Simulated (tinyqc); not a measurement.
Changing the heat of formation of MSi2: thermodynamics of metal silicides: hull, first phase, silicon consumed, nucleation and stability against SiO2. Computed by tinyqc, a small Python program. Command: `OMP_NUM_THREADS=1 python tinyqc.py 3026268 3026269 out.jsonl silphase sweep`. One thread of a shared host (Intel(R) Xeon(R) Processor @ 2.30GHz), about 0.01 s of CPU time with the checks.

Entropies of formation of the solids are neglected, so heats stand for free energies. Si fractions: M2Si 0.3333, MSi 0.5000, MSi2 0.6667.

Inputs (values chosen for the exercise, of the order of those of nickel silicides for heats and volumes only): heat of formation of MSi = -41.5 kJ/mol atoms; change of interface energy gamma = 0.29 J/m^2; temperature T = 1100 K.

Phases: M2Si, MSi, MSi2.

volumes of the three phases per mole of M (cm^3/mol): 9.67  14.7  23.7

Constants: e = 1.602176634e-19 C; k_B = 8.617333262e-05 eV/K.

Method. Where free silicon remains, MSi + Si -> MSi2 gains dH = 3 H(MSi2) - 2 H(MSi) per mole of M; per volume dG = |dH|/V(MSi2); r* = 2 gamma/dG, W* = 16 pi gamma^3/(3 dG^2). For comparison the same with MSi forming from the elements, 2 |H(MSi)|/V(MSi).

One run for each value; columns: (1) heat of formation of MSi2 (kJ/mol atoms); (2) dH of the reaction (kJ/mol M); (3) barrier W* (eV); (4) critical radius (nm); (5) W*/(k_B T):
```
(1)      (2)   (3)    (4)    (5)
-32.8  -15.4     6   0.89     64
-32.2  -13.6     8   1.01     82
-31.6  -11.8    10   1.16    109
-31.0  -10.0    14   1.37    151
-30.4   -8.2    21   1.68    225
-29.8   -6.4    35   2.15    369
-29.2   -4.6    68   2.99    714
-28.6   -2.8   183   4.91   1928
-28.0   -1.0  1433  13.75  15113
```

Over the rows, dH of the reaction (kJ/mol M) rises from -15.4 to -1.00; barrier W* (eV) rises from 6.04 to 1430; critical radius (nm) rises from 0.893 to 13.7. The driving force vanishes at H(MSi2) = (2/3) H(MSi) = -27.7 kJ/mol, where the barrier diverges as 1/dH^2; small changes by alloying therefore shift the formation temperature much.
